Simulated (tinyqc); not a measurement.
# A square-lattice strip 2 sites wide, recursive Green functions: transmission against energy

The device has N = 4 slices of 2 site(s), nearest-neighbour hopping -t, and site energies U; the leads are semi-infinite continuations with site energy 0. V = <i+1|H|i> = -t 1.

Transverse modes n = 1..2: chi_n(j) = sqrt(2/3) sin(pi n j/3), energy e_n = -2 t cos(pi n/3). Sigma = t^2 sum_n chi_n chi_n^T g(E - e_n), g(x) = (x - i sqrt(4 t^2 - x^2))/(2 t^2) for |x| < 2 t and (x - sign(x) sqrt(x^2 - 4 t^2))/(2 t^2) otherwise; Gamma = i (Sigma - Sigma^dagger); both leads give the same. Forward pass: g_1 = (E - H_1 - Sigma)^(-1), g_i = (E - H_i - V g_(i-1) V^dagger)^(-1), with Sigma also subtracted on the last slice; G_(i,1) = g_i V G_(i-1,1), starting from g_1. H_i is the block of slice i: its site energies on the diagonal and -t between neighbouring rows. T(E) = Tr[Gamma G_(N,1) Gamma G_(N,1)^dagger].

Parameters, values chosen for the exercise:

| symbol | value | unit | meaning |
|---|---|---|---|
| t | 1.6 | eV | hopping (matrix element -t) |
| U | [0.79, 0.97, -1.09, 1.13, 0.92, -0.64, -0.21, 0.2] | eV | site energies, slice by slice (2 a slice) |

Transmission against energy:
```
E (eV)	open modes	T(E)	T(E) per open mode
-4.64	1	0.6503	0.6503
-3.87	1	0.9048	0.9048
-3.09	1	0.9097	0.9097
-2.32	1	0.8886	0.8886
-1.55	2	0.6113	0.3056
-0.77	2	0.9635	0.4818
0	2	1.165	0.5825
0.77	2	1.322	0.6611
1.55	2	0.9362	0.4681
2.32	1	0.9308	0.9308
3.09	1	0.9295	0.9295
3.87	1	0.9237	0.9237
4.64	1	0.5830	0.5830
```

Read the table: what changes, and by how much?

T(E) lies between 0.583 (E = 4.64 eV) and 1.32 (E = 0.77 eV) in these rows. The leads offer 1 to 2 open mode(s), of which the mean share 0.71 is transmitted.

Program tinyqc, `OMP_NUM_THREADS=1 python tinyqc.py 2660047 2660048 out.jsonl`; Intel Xeon 2.30GHz, shared host, one thread, about 0.01 s.
